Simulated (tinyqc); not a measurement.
# Changing the planarisation length

Model: chemical-mechanical planarisation: Preston law, pattern density and step-height reduction. Computed by tinyqc, a small Python program. Command: `OMP_NUM_THREADS=1 python tinyqc.py 3003740 3003741 out.jsonl cmp sweep`. One thread of a shared host (Intel(R) Xeon(R) Processor @ 2.30GHz), about 0.02 s of CPU time with the checks.

A row of 10 cells, repeated periodically, holds raised features that cover a share rho of each cell.

Inputs (values chosen for the exercise, close to those used for copper polishing):
```
quantity                        value  unit
Preston coefficient K           2e-13  1/Pa
pressure P                         41   kPa
platen and carrier speed          110   rpm
distance between the centres       16    cm
initial step height h0            470    nm
contact height h_c                 44    nm
film above the raised areas z0    990    nm
cell size                         1.9    mm
polish time t                      18     s
```

local pattern densities, cell by cell: 0.7  0.3  0.25  0.9  0.2  0.5  0.3  0.6  0.1  0.3

Method:
- With equal rotation speeds the relative speed is uniform, v = omega r_c; Preston rate R0 = K P v.
- The stiff pad averages the density: rho_eff(i) = sum_j w_ij rho_j / sum_j w_ij, w = exp(-2 d^2/L^2), L the planarisation length and d the distance between cell centres, summed over all periodic images of cell j.
- While h > h_c only raised areas polish, at R0/rho_eff, until t_c = rho_eff (h0 - h_c)/R0. After that h = h_c exp(-(t - t_c)/tau), tau = rho_eff h_c/R0; low areas polish at R0 (1 - h/h_c) and raised areas at R0 [1 + (1 - rho_eff) h/(rho_eff h_c)]. Removed from raised areas after t_c: h0 - h_c + R0 (t - t_c) + (1 - rho_eff)(h_c - h); from low areas: R0 (t - t_c) - rho_eff (h_c - h). Film left = z0 less the removal from raised areas.

One run for each value; columns: (1) planarisation length (mm); (2) range of film left across the row (nm); (3) largest remaining step (nm); (4) thinnest film left (nm):
```
(1)       (2)         (3)     (4)
0.57   392.77  1.6774e+02  294.96
0.83   392.75  1.6772e+02  294.97
1.20   387.61  1.6473e+02  297.12
1.80   317.21  1.2136e+02  324.15
2.50   202.42  4.2467e+01  360.03
3.70   100.96  4.9434e+00  394.21
5.40    53.66  1.3616e+00  415.88
7.80    31.08  7.0291e-01  427.55
11.00   13.59  3.9234e-01  436.37
```

What does the table show, and why?

Over the rows, range of film left across the row (nm) falls from 393 to 13.6; largest remaining step (nm) falls from 168 to 0.392; thinnest film left (nm) rises from 295 to 436. A long planarisation length makes every cell see the mean density.

Extremes, crossings and ranges named in words are read from the listed rows.
